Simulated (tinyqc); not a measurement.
Gaps against pressure: band gaps under pressure and temperature from deformation potentials.

Murnaghan: V/V0 = (1 + Bp P/B0)^(-1/Bp), B0 = (C11 + 2 C12)/3. Each gap moves by a ln(V/V0) with its volume potential a, and falls with temperature by aV T^2/(T + bV) (Varshni); the two effects are added. No change of phase is considered.

Inputs chosen for the exercise (near those of InP, the X and L potentials typical of such crystals; not measured data):

| symbol | value | unit | meaning |
|---|---|---|---|
| Eg | 1.416 | eV | gap at Gamma to the s-like level at 0 K, 0 GPa |
| EgX | 2.426 | eV | gap to X at 0 K, 0 GPa |
| EgL | 2.002 | eV | gap to L at 0 K, 0 GPa |
| C11 | 100.9 | GPa |  |
| C12 | 56 | GPa |  |
| Bp | 4.8 |  | pressure derivative of the bulk modulus |
| aG | -6.71 | eV | volume potential of the Gamma gap |
| aX | 1.75 | eV | volume potential of the X gap |
| aL | -2.85 | eV | volume potential of the L gap |
| aV | (0.359, 0.452, 0.352) | meV/K | Varshni alpha of Gamma, X, L |
| bV | (150, 209, 160) | K | Varshni beta of Gamma, X, L |
| T | 77 | K | temperature |

The last column is the linear form E0 + c1 P for Gamma, c1 = -aG/B0.

Gaps (eV):

| P (GPa) | ln(V/V0) | Gamma | X | L | lowest | Gamma, linear |
|---|---|---|---|---|---|---|
| 0.00 | 0.0000 | 1.407 | 2.417 | 1.993 | Gamma | 1.407 |
| 2.50 | -0.0325 | 1.625 | 2.360 | 2.086 | Gamma | 1.643 |
| 3.75 | -0.0471 | 1.723 | 2.334 | 2.127 | Gamma | 1.761 |
| 5.00 | -0.0607 | 1.814 | 2.310 | 2.166 | Gamma | 1.879 |
| 6.25 | -0.0735 | 1.900 | 2.288 | 2.203 | Gamma | 1.998 |
| 7.50 | -0.0855 | 1.980 | 2.267 | 2.237 | Gamma | 2.116 |
| 8.75 | -0.0969 | 2.056 | 2.247 | 2.269 | Gamma | 2.234 |
| 10.00 | -0.1076 | 2.129 | 2.228 | 2.300 | Gamma | 2.352 |

Give the missing row, P (GPa) = 1.25.

Computed row:
```
P (GPa)  ln(V/V0)  Gamma      X      L  lowest  Gamma, linear
1.25      -0.0169  1.520  2.387  2.041   Gamma          1.525
```

Over 10 GPa Gamma moves by +0.722, L by +0.307 and X by -0.188 eV. Gamma stays lowest. The linear form overshoots by 223 meV at the end, because the crystal stiffens; the gap is linear in ln V, not in P.

Program tinyqc; command `OMP_NUM_THREADS=1 python tinyqc.py 1050679 1050680 out.jsonl`; about 0.01 s on one thread of a shared Intel(R) Xeon(R) Processor @ 2.30GHz.
